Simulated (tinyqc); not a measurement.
# Inputs raised by 2 %, one at a time

Model: finite-size error of a charged defect in a periodic cell: Madelung and Makov-Payne terms. Computed by tinyqc, a small Python program. Command: `OMP_NUM_THREADS=1 python tinyqc.py 3021948 3021949 out.jsonl imagecharge sens`. One thread of a shared host (Intel(R) Xeon(R) Processor @ 2.30GHz), about 0.07 s of CPU time with the checks.

L is the cube root of the cell volume. The defect charge is a Gaussian, rho(r) = q (2 pi sigma^2)^(-3/2) exp(-r^2/2 sigma^2), repeated periodically in a uniform neutralising background and screened by a continuum. The model cell energy is E(L) = E_0 + [periodic - isolated electrostatic energy].

Inputs (values chosen for the exercise, with screening close to that of ZnO):
```
quantity                                     value      unit
charge q                                        -2         e
cell length L                                 9.11  angstrom
dielectric constant eps                       8.33         -
width sigma of the defect charge               1.5  angstrom
formation energy of the isolated defect E_0  4.299        eV
```

Supercell lattice: fcc. Screening: isotropic.

Constants: e^2/(4 pi eps_0) = 14.39964548 eV angstrom.

Method:
- Cell vectors: (0,1,1), (1,0,1), (1,1,0), scaled to volume L^3.
- Ewald sum for a unit point charge: scale each Cartesian component of the cell by 1/sqrt(eps_i), giving R', G' and V'; E = [ (1/2) sum erfc(eta R')/R' + (2 pi/V') sum exp(-G'^2/4 eta^2)/G'^2 - eta/sqrt(pi) - pi/(2 V' eta^2) ] e^2/(4 pi eps_0) / sqrt(eps_x eps_y eps_z), over n_i = -6..6, omitting n = (0,0,0), eta = 2/V'^(1/3). alpha = -2 E eps_g L/(e^2/(4 pi eps_0)), eps_g = (eps_x eps_y eps_z)^(1/3).
- Periodic energy of the Gaussian: (2 pi q^2/V) sum_(G != 0) exp(-sigma^2 G^2)/(G.eps.G) x e^2/(4 pi eps_0), n_i = -k..k with k = max(9, L/sigma rounded up). Isolated energy: q^2/(2 sqrt(pi) sigma) <1/(n.eps.n)> e^2/(4 pi eps_0), the mean over directions n, here 1/eps.
- Second radial moment Q = q <r^2> = 3 q sigma^2; E(corrected) = E(L) + q^2 alpha e^2/(4 pi eps_0)/(2 eps L) - 2 pi q Q e^2/(4 pi eps_0)/(3 eps L^3). Errors left are the corrected energies less E_0.

Runs; columns: (1) input moved; (2) from; (3) to; (4) point-charge correction -q^2 E (eV); (5) finite-size error (eV); (6) isolated energy (eV); (7) error left after the first term (eV):
```
(1)                                           (2)     (3)    (4)      (5)    (6)     (7)
base run                                        -       -  1.096  -0.9668  1.300  0.1293
cell length L (angstrom)                     9.11  9.2922  1.075  -0.9528  1.300  0.1218
dielectric constant eps                      8.33  8.4966  1.075  -0.9479  1.275  0.1268
width sigma of the defect charge (angstrom)   1.5    1.53  1.096  -0.9616  1.275  0.1345
```

Exponents ln(y'/y) / ln(x'/x):
```
input                             point-charge correction -q^2 E  finite-size error  isolated energy  error left after the first term
cell length L                                                 -1             -0.739                0                           -2.999
dielectric constant eps                                       -1             -1.000               -1                           -1.000
width sigma of the defect charge                               0             -0.273               -1                            1.999
```

Which inputs matter most for each result?

Among the inputs moved here: point-charge correction -q^2 E answers most in size to cell length L (exponent -1.000), and about equally to dielectric constant eps (-1.000); its exponent is below 0.0005 for width sigma of the defect charge. Its exponent -1.000 in cell length L: the Madelung term goes as 1/L. Its exponent -1.000 in dielectric constant eps: isotropic screening divides every term by eps. Finite-size error answers most in size to dielectric constant eps (exponent -1.000), next to cell length L (-0.739). Its exponent -1.000 in dielectric constant eps: isotropic screening divides every term by eps. Isolated energy answers most in size to dielectric constant eps (exponent -1.000), and about equally to width sigma of the defect charge (-1.000); its exponent is below 0.0005 for cell length L. Its exponent -1.000 in width sigma of the defect charge: the self-energy goes as 1/sigma. Error left after the first term answers most in size to cell length L (exponent -2.999), next to width sigma of the defect charge (+1.999). Its exponent -2.999 in cell length L: the third-order term goes as 1/L^3. Its exponent +1.999 in width sigma of the defect charge: the third-order term goes as sigma^2.
